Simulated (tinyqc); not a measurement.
Sublattice potential against complex hopping: Haldane model. Computed by the program tinyqc. 

Honeycomb lattice:
```
parameter      value
t1 (eV)     1.780000
t2 (eV)     0.260000
phi (rad)  -2.450000
```

H_AA = delta - 2 t2 sum cos(k.b + phi), H_BB = -delta - 2 t2 sum cos(k.b - phi), H_AB = -t1 (1 + exp(-i k.a1) + exp(-i k.a2)), b = a1, a2 - a1, -a2, m = 3 sqrt3 t2 sin(phi); the sign of the Chern number follows the orientation k1 then k2.

Gaps at the two valleys (eV) and Chern number of the lower band (12 x 12 mesh):
```
delta    gap 2|delta - m|  gap 2|delta + m|  Chern number
-1.5510            1.3788            4.8252             0
-1.1200            0.5168            3.9632             0
-0.5170            0.6892            2.7572             1
0.0000             1.7232            1.7232             1
0.3450             2.4132            1.0332             1
0.6460             3.0152            0.4312             1
1.0770             3.8772            0.4308             0
1.7230             5.1692            1.7228             0
```

Here |m| = 0.8616 eV. For |delta| < |m| the two valleys have masses of opposite sign and the Chern number is +/-1; one gap closes at |delta| = |m|, and beyond it the band is trivial.
